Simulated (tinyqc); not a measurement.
Hueckel theory of the pi electrons, for the molecule O=Cc1ccc2ccccc2c1C=O (SMILES; centres numbered as the heavy atoms are written), step by step. Computed by tinyqc, a small Python program that keeps every step. Settings: charge = 0. Command: `OMP_NUM_THREADS=1 python tinyqc.py 22565 22566 out.jsonl` (the two numbers bound the seeds that draw the settings). One thread of a shared host (Intel(R) Xeon(R) Processor @ 2.60GHz), about 0.02 s of CPU time with the checks.

## The Hueckel matrix

Centres:

| centre | z_r, pi electrons of the neutral centre | h |
|---|---|---|
| 1O | 1 | 0.8700 |
| 2C | 1 | 0.0000 |
| 3C | 1 | 0.0000 |
| 4C | 1 | 0.0000 |
| 5C | 1 | 0.0000 |
| 6C | 1 | 0.0000 |
| 7C | 1 | 0.0000 |
| 8C | 1 | 0.0000 |
| 9C | 1 | 0.0000 |
| 10C | 1 | 0.0000 |
| 11C | 1 | 0.0000 |
| 12C | 1 | 0.0000 |
| 13C | 1 | 0.0000 |
| 14O | 1 | 0.8700 |

Bonds:

| i | j | k |
|---|---|---|
| 1 | 2 | 0.9800 |
| 2 | 3 | 1 |
| 3 | 4 | 1 |
| 4 | 5 | 1 |
| 5 | 6 | 1 |
| 6 | 7 | 1 |
| 7 | 8 | 1 |
| 8 | 9 | 1 |
| 9 | 10 | 1 |
| 10 | 11 | 1 |
| 11 | 12 | 1 |
| 12 | 13 | 1 |
| 13 | 14 | 0.9800 |
| 12 | 3 | 1 |
| 11 | 6 | 1 |

H_rr = alpha + h_r beta, H_rs = k_rs beta for bonded centres.

Hueckel matrix in units of beta (H = alpha + beta A), lower triangle:
```
         1O      2C      3C      4C      5C      6C      7C      8C
1O   0.8700
2C   0.9800  0.0000
3C   0.0000  1.0000  0.0000
4C   0.0000  0.0000  1.0000  0.0000
5C   0.0000  0.0000  0.0000  1.0000  0.0000
6C   0.0000  0.0000  0.0000  0.0000  1.0000  0.0000
7C   0.0000  0.0000  0.0000  0.0000  0.0000  1.0000  0.0000
8C   0.0000  0.0000  0.0000  0.0000  0.0000  0.0000  1.0000  0.0000
9C   0.0000  0.0000  0.0000  0.0000  0.0000  0.0000  0.0000  1.0000
10C  0.0000  0.0000  0.0000  0.0000  0.0000  0.0000  0.0000  0.0000
11C  0.0000  0.0000  0.0000  0.0000  0.0000  1.0000  0.0000  0.0000
12C  0.0000  0.0000  1.0000  0.0000  0.0000  0.0000  0.0000  0.0000
13C  0.0000  0.0000  0.0000  0.0000  0.0000  0.0000  0.0000  0.0000
14O  0.0000  0.0000  0.0000  0.0000  0.0000  0.0000  0.0000  0.0000

         9C     10C     11C     12C     13C     14O
9C   0.0000
10C  1.0000  0.0000
11C  0.0000  1.0000  0.0000
12C  0.0000  0.0000  1.0000  0.0000
13C  0.0000  0.0000  0.0000  1.0000  0.0000
14O  0.0000  0.0000  0.0000  0.0000  0.9800  0.8700
```

## Orbitals

pi electrons, sum of z_r less the charge = 14

Diagonalise; E = alpha + x beta with beta < 0, so the largest x are filled first; degenerate levels share their electrons. P = sum n_i c_ri c_si; each orbital has its largest coefficient positive (the first on a tie).

x values: 2.4272  1.9276  1.6921  1.4403  1.1998  0.9788  0.6608  -0.1308  -0.6522  -0.8971  -1.2175  -1.4498  -1.8365  -2.4026

occupations: 2.0000  2.0000  2.0000  2.0000  2.0000  2.0000  2.0000  0.0000  0.0000  0.0000  0.0000  0.0000  0.0000  0.0000

coefficients:
```
        MO1      MO2      MO3      MO4      MO5      MO6      MO7      MO8
1O   0.1221   0.3364  -0.3691   0.4433   0.2246   0.4234  -0.1711   0.3672
2C   0.1940   0.3630  -0.3096   0.2580   0.0756   0.0470   0.0365  -0.3750
3C   0.3512   0.3701  -0.1621  -0.0628  -0.1294  -0.3690   0.1918  -0.3108
4C   0.2487   0.1514  -0.2133  -0.3388   0.0519  -0.3943  -0.2784   0.0941
5C   0.2524  -0.0784  -0.1987  -0.4252   0.1917  -0.0170  -0.3758   0.2985
6C   0.3638  -0.3024  -0.1230  -0.2736   0.1781   0.3777   0.0300  -0.1331
7C   0.2137  -0.3229  -0.1175   0.0221   0.3970   0.0329   0.4141  -0.1619
8C   0.1548  -0.3201  -0.0759   0.3054   0.2982  -0.3454   0.2436   0.1543
9C   0.1621  -0.2941  -0.0109   0.4178  -0.0392  -0.3711  -0.2531   0.1418
10C  0.2386  -0.2468   0.0575   0.2963  -0.3452  -0.0177  -0.4108  -0.1728
11C  0.4170  -0.1816   0.1082   0.0091  -0.3750   0.3537  -0.0184  -0.1192
12C  0.4098   0.1991   0.2485  -0.0097  -0.2828  -0.0138   0.3686   0.3215
13C  0.2263   0.1953   0.4745   0.0398   0.1651   0.0018   0.0702   0.3879
14O  0.1425   0.1809   0.5656   0.0684   0.4907   0.0158  -0.3288  -0.3799

         MO9     MO10     MO11     MO12     MO13     MO14
1O   -0.3026  -0.0202   0.1950   0.0292   0.1103   0.0481
2C    0.4701   0.0363  -0.4154  -0.0692  -0.3047  -0.1608
3C   -0.0100  -0.0129   0.3147   0.0716   0.4514   0.3391
4C   -0.4581   0.1382  -0.1159  -0.3826  -0.2409  -0.2523
5C    0.3088  -0.1111  -0.1736   0.4830  -0.0089   0.2671
6C    0.2567  -0.0385   0.3272  -0.3176   0.2574  -0.3894
7C   -0.2350   0.4475   0.0746   0.2176  -0.3415   0.2332
8C   -0.1034  -0.3629  -0.4181   0.0021   0.3699  -0.1708
9C    0.3025  -0.1219   0.4344  -0.2207  -0.3378   0.1772
10C  -0.0939   0.4722  -0.1108   0.3179   0.2504  -0.2550
11C  -0.2412  -0.3018  -0.2995  -0.2401  -0.1222   0.4353
12C  -0.0054  -0.1630   0.1482   0.3479  -0.2834  -0.4016
13C   0.2548   0.4609  -0.1957  -0.3359   0.1913   0.1904
14O  -0.1640  -0.2556   0.0919   0.1419  -0.0693  -0.0570
```

charge and bond-order matrix P, lower triangle:
```
          1O       2C       3C       4C       5C       6C       7C       8C
1O    1.4396
2C    0.8101   0.6822
3C   -0.0375   0.4327   0.9605
4C   -0.1958   0.1140   0.5692   0.9615
5C   -0.0210  -0.0554   0.0559   0.7172   0.9368
6C    0.1232  -0.0788  -0.2073   0.0312   0.5454   0.9781
7C    0.0058   0.0260  -0.0218  -0.1716   0.0263   0.5588   0.9888
8C   -0.0927   0.0626   0.1292  -0.0267  -0.1582   0.0177   0.7199   0.9860
9C   -0.0250   0.0124   0.0340   0.1426  -0.0352  -0.2396   0.0150   0.6049
10C   0.0831  -0.0532  -0.1262   0.0255   0.0613  -0.0144  -0.3546   0.0103
11C   0.0452  -0.0571  -0.0487  -0.2075   0.0463   0.5142  -0.0192  -0.2424
12C  -0.2229   0.1275   0.5806  -0.0591  -0.2999   0.0330   0.0676  -0.0237
13C  -0.0767  -0.0134   0.1275  -0.0810  -0.1283  -0.0275   0.0502   0.0289
14O   0.1460  -0.0767  -0.2229   0.0595   0.1953  -0.0153  -0.0676   0.0057

          9C      10C      11C      12C     13C     14O
9C    0.9813
10C   0.7170   0.9945
11C   0.0235   0.5680   0.9695
12C  -0.1519   0.0130   0.5118   0.9709
13C  -0.0683  -0.0820   0.0960   0.4566  0.6965
14O   0.1009   0.0151  -0.1681  -0.0518  0.7933  1.4537
```

## Energy, charges, bond orders

E = sum n x; q_r = z_r - P_rr; bond order p = P_rs; free valence = sqrt(3) - sum of p over the bonds of the atom.

pi energy = 14 alpha + this times beta = 20.6531

pi charges: 1O -0.4396, 2C 0.3178, 3C 0.0395, 4C 0.0385, 5C 0.0632, 6C 0.0219, 7C 0.0112, 8C 0.0140, 9C 0.0187, 10C 0.0055, 11C 0.0305, 12C 0.0291, 13C 0.3035, 14O -0.4537

Bond orders and lengths from R = 1.517 - 0.180 p (angstrom, C-C alone):

| bond | p | R |
|---|---|---|
| 1-2 | 0.8101 | - |
| 2-3 | 0.4327 | 1.4391 |
| 3-4 | 0.5692 | 1.4145 |
| 4-5 | 0.7172 | 1.3879 |
| 5-6 | 0.5454 | 1.4188 |
| 6-7 | 0.5588 | 1.4164 |
| 7-8 | 0.7199 | 1.3874 |
| 8-9 | 0.6049 | 1.4081 |
| 9-10 | 0.7170 | 1.3879 |
| 10-11 | 0.5680 | 1.4148 |
| 11-12 | 0.5118 | 1.4249 |
| 12-13 | 0.4566 | 1.4348 |
| 13-14 | 0.7933 | - |
| 12-3 | 0.5806 | 1.4125 |
| 11-6 | 0.5142 | 1.4244 |

free valence of the carbons: 2C 0.4892, 3C 0.1495, 4C 0.4456, 5C 0.4694, 6C 0.1136, 7C 0.4533, 8C 0.4072, 9C 0.4101, 10C 0.4470, 11C 0.1380, 12C 0.1830, 13C 0.4821

gap between the highest filled and the next level = 0.7916 |beta|
